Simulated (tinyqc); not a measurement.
# Changing the time step dt

Model: molecular dynamics of a small cluster by velocity Verlet steps. Computed by tinyqc, a small Python program. Command: `OMP_NUM_THREADS=1 python tinyqc.py 3001221 3001222 out.jsonl verlet sweep`. One thread of a shared host (Intel(R) Xeon(R) Processor @ 2.30GHz), about 0.06 s of CPU time with the checks.

E = sum_(i<j) phi(r_ij), phi(r) = eps [exp(-2 alpha (r - r0)) - 2 exp(-alpha (r - r0))]; the force on i is -sum_j phi'(r_ij) (R_i - R_j)/r_ij.

Inputs (values chosen for the exercise, for model atoms):

| quantity | value | unit |
|---|---|---|
| length r0 | 2.79 | angstrom |
| well depth eps | 0.69 | eV |
| stiffness alpha | 1.41 | 1/angstrom |
| atomic mass M | 49.7 | u |
| steps | 100 | - |

Potential: Morse. Thermostat: none.

starting positions (angstrom):
```
           x     y      z
atom 1     0  0.09  -0.08
atom 2  2.77  0.08  -0.03
atom 3  1.39  2.42  -0.02
atom 4  1.37  0.79    2.3
```

starting velocities (angstrom/fs):
```
               x         y         z
atom 1   0.00013  -0.00015  -0.00027
atom 2   0.00097  -0.00117   0.00141
atom 3   0.00131    0.0001   0.00133
atom 4  -0.00241   0.00123  -0.00246
```

Constants: 1 eV/(angstrom u) = 9.648533212e-03 angstrom/fs^2; k_B = 8.617333262e-05 eV/K.

Method:
- Relax the cluster, diagonalise the Hessian (central differences): omega_max = sqrt(c lambda_max/M). Verlet steps are stable for omega_max dt < 2.
- Velocity Verlet: a = c F/M with c = 9.648533212e-3 angstrom/fs^2 per eV/(angstrom u); R(new) = R + v dt + a dt^2/2; v(new) = v + (a + a(new)) dt/2. Kinetic energy K = M v^2/(2c); temperature T = 2K/((3N - 3) k_B), rotation of the cluster included.
- Spread = largest minus smallest value. The test of the step is the spread (largest minus smallest) of the total energy over the run without thermostat, against the spread of K; the step passes below 5 %. The mean T is over the second half.

One run for each value:

| time step dt (fs) | spread of the total energy (eV) | spread of the total over spread of K | omega_max dt |
|---|---|---|---|
| 0.46 | 1.221e-06 | 0.000066 | 0.0212 |
| 0.70 | 4.742e-06 | 0.000120 | 0.0323 |
| 1.10 | 1.171e-05 | 0.000293 | 0.0508 |
| 1.60 | 2.494e-05 | 0.000624 | 0.0739 |
| 2.40 | 5.697e-05 | 0.001426 | 0.1108 |
| 3.70 | 1.523e-04 | 0.003576 | 0.1708 |
| 5.60 | 3.646e-04 | 0.008593 | 0.2585 |

Over the rows, spread of the total energy (eV) rises from 1.22e-6 to 3.65e-4 (exponent d ln y / d ln x 3.2 between the first rows and 2.1 between the last); spread of the total over spread of K rises from 6.56e-5 to 0.00859 (exponent d ln y / d ln x 1.4 between the first rows and 2.1 between the last). The number of steps is fixed, so a longer step also covers a longer run; for runs of many periods the error scales as dt^2.

Extremes, crossings and ranges named in words are read from the listed rows.
